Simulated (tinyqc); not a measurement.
Along the channel and with depth: stress in a transistor channel from embedded alloy regions, liners and fins, by half-space elasticity. Computed by tinyqc, a small Python program. Command: `OMP_NUM_THREADS=1 python tinyqc.py 3025710 3025711 out.jsonl stressor walk`. One thread of a shared host (Intel(R) Xeon(R) Processor @ 2.30GHz), about 0.01 s of CPU time with the checks.

Plane strain in an isotropic half-space, the same constants everywhere; x along the channel from its centre, y downwards from the free surface; stress is positive in tension.

Inputs (values chosen for the exercise, modelled on silicon):
```
quantity                          value  unit
alloy fraction x                  0.023     -
lattice change per unit x, beta  -0.466     -
Young's modulus E                   173   GPa
Poisson ratio nu                   0.23     -
channel length L                     66    nm
length of each stressor S            90    nm
recess depth d                       15    nm
depth of the field point y          2.7    nm
```

Stressor: Si(1-x)C(x) source and drain.

Method. Misfit e = beta x. A fully constrained inclusion holds the stress -p with p = E e/(1 - 2 nu); a blanket film would hold -E e/(1 - nu) in the plane. A line element dA of misfit at (a, c) in the half-space gives, with C = E e/(2 pi (1 - nu)), X = x - a, r1^2 = X^2 + (y - c)^2, r2^2 = X^2 + Y^2, Y = y + c: s_xx = -C dA {[X^2 - (y - c)^2]/r1^4 + 3 [X^2 - Y^2]/r2^4 + 4 y Y (Y^2 - 3 X^2)/r2^6}, s_yy = C dA {[X^2 - (y - c)^2]/r1^4 - [X^2 - Y^2]/r2^4 + 4 y Y (Y^2 - 3 X^2)/r2^6}. These are integrated over two rectangles, L/2 < |a| < L/2 + S, 0 < c < d (closed form in a, 200 Gauss-Legendre points in c).

misfit e = -0.010718

Stress (MPa):
```
2x/L  s_xx at y  s_yy at y  s_xx at d/2  s_xx at 1.5 d
0.0       882.5      5.755       744.65         264.90
0.2       910.9      6.411       754.37         253.79
0.4       998.5      8.312       778.54         221.74
0.6      1144.1      9.491       799.31         171.91
0.8      1266.8    -14.886       816.37          90.81
```

Near the surface s_xx changes by +44 % from the centre to 2x/L = 0.8. At the centre, s_xx at half the recess depth is 0.84 of its value at y, and below the recess 0.30. An element acts with the sign of X^2 - (y - c)^2, so its direct term reverses where the offset in depth exceeds the lateral distance, and the image terms that amplify the stress near the surface fade with depth.
